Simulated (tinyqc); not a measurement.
MOS capacitor on a p-type substrate, surface potential from the exact charge relation: two steps of the calculation.

Uniform p-type substrate, Boltzmann statistics, full ionisation, classical densities. psi is the surface potential against the body (positive when the bands bend down) and u = psi/Vt. Traps are spread evenly over the gap and neutral at flat band, so their charge is -q Dit psi; the minority quasi-Fermi level is shifted by Vb.

Values chosen for this exercise; band and dielectric values those of a made-up semiconductor:
```
symbol,value,unit,meaning
T,300,K,temperature
Eg,1.28,eV,band gap
eps_r,14.8,,relative permittivity
Nc,2.93e19,cm^-3,conduction-band density of states at T
Nv,2e19,cm^-3,valence-band density of states at T
chi,3.23,eV,electron affinity
N,1.1e15,cm^-3,acceptor density of the substrate
eox,3.9,,relative permittivity of the gate insulator (close to silicon dioxide)
tox,3.9,nm,insulator thickness
phiM,4.01,eV,gate work function
Nf,2.4e11,cm^-2,"fixed charge at the interface, in units of q"
Dit,0,cm^-2 eV^-1,density of interface traps
Vb,0,V,reverse bias of the inversion layer against the body
Vg,0.29,V,gate voltage against the body
```

Constants: q = 1.602176634e-19 C, kB = 1.380649e-23 J/K, Vt = kB T/q, eps0 = 8.8541878128e-14 F/cm where lengths are in cm. Results are converted to the units shown.

Question 1. Flat band, threshold and scales. ni = sqrt(Nc Nv) exp(-Eg/(2 Vt)), Eg in volts; phiF = Vt ln(N/ni); Cox = eps0 eox/tox; Vfb = phiM - chi - (Eg - Vt ln(Nv/N)) - q Nf/Cox; Q0 = sqrt(2 eps0 eps_r q N Vt); r = (ni/N)^2 exp(-Vb/Vt); VT = Vfb + [(2 phiF + Vb)(1 + q Dit/Cox) + sqrt(2 eps0 eps_r q N (2 phiF + Vb))/Cox].

Wanted: ni; phiF; Cox; Vfb; Q0; r; VT.

Answer 1.

ni = 4.2897e8 cm^-3
phiF = 0.38150 V
Cox = 0.88542 uF/cm^2
Vfb = -0.28987 V
Q0 = 3.4556 nC/cm^2
r = 1.5208e-13
VT = 0.49434 V

Question 2. Newton step for the surface potential. u = psi/Vt; F^2 = exp(-u) + u - 1 + r (exp(u) - u - 1); Qs = -sign(u) Q0 F; Cs = -dQs/dpsi = (Q0/Vt) |1 - exp(-u) + r (exp(u) - 1)|/(2 F). f = Vfb + psi + (q Dit psi - Qs)/Cox - Vg, f' = 1 + (Cs + q Dit)/Cox, psi(new) = psi - f/f'.

psi at the start = 0.57986731 V
Cox = 0.88541878 uF/cm^2
Vfb = -0.28986731 V
Q0 = 3.4555631 nC/cm^2
r = 1.5207529e-13

Give: u; F; Qs; Cs; f; f'; psi after iteration 1.

Answer 2.

u = 22.430
F = 4.6294
Qs = -15.997 nC/cm^2
Cs = 0.014449 uF/cm^2
f = 0.018067 V
f' = 1.0163
psi after iteration 1 = 0.56209 V

tinyqc, about 0.01 s, one thread, Intel Xeon 2.30GHz (shared host): `OMP_NUM_THREADS=1 python tinyqc.py 2060135 2060136 out.jsonl`
